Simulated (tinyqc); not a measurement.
# Composition from the perpendicular lattice constant

Problem. The layer is x parts of the first compound and 1 - x of the second, grown coherently on the second as substrate and barrier. Rows of the table: lattice constant a, average valence level Ea on an absolute scale, spin-orbit splitting so, gaps at Gamma, X and L, hydrostatic deformation potentials av and ac (Gamma), shear potential b, elastic constants, electron and heavy-hole (along z) masses. All are interpolated linearly in x; gaps get -C x (1 - x), taken wholly in the conduction band; real line-ups can differ from this model by 0.1 eV or more. In-plane strain e = (a_substrate - a)/a, e_z = -2 (c12/c11) e, volume change 2 e + e_z. X-ray diffraction gives a_z = a (1 + e_z) of the coherent layer. Find x, e and the relaxed Gamma gap.

Inputs (values chosen for the exercise): bowing of the Gamma gap CG = 0.19 eV; bowing of the X gap CX = 0.24 eV; bowing of the L gap CL = 0.16 eV.

Binary compounds, values chosen for the exercise:

|  | close to GaP | close to GaAs |
|---|---|---|
| a (angstrom) | 5.451 | 5.653 |
| Ea (eV) | -7.4 | -6.92 |
| so (eV) | 0.0802 | 0.344 |
| EG (eV) | 2.78 | 1.44 |
| EX (eV) | 2.27 | 1.88 |
| EL (eV) | 2.56 | 1.72 |
| av (eV) | 1.68 | 1.16 |
| ac (eV) | -7.18 | -7.12 |
| b (eV) | -1.82 | -1.69 |
| c11 (GPa) | 141 | 120 |
| c12 (GPa) | 61.4 | 53 |
| me (m0) | 0.132 | 0.0675 |
| mh (m0) | 0.325 | 0.354 |

lattice constant along the growth direction = 5.52397408 angstrom

Answer. a_z changes steadily with x, about (1 + 2 c12/c11) times as fast as the relaxed lattice constant, so one composition matches.

x = 0.3400
e = 1.230 %
relaxed Gamma gap = 1.853 eV

Numbers from tinyqc (`OMP_NUM_THREADS=1 python tinyqc.py 2690163 2690164 out.jsonl`; about 0.01 s on one thread of a shared Intel Xeon 2.30GHz).
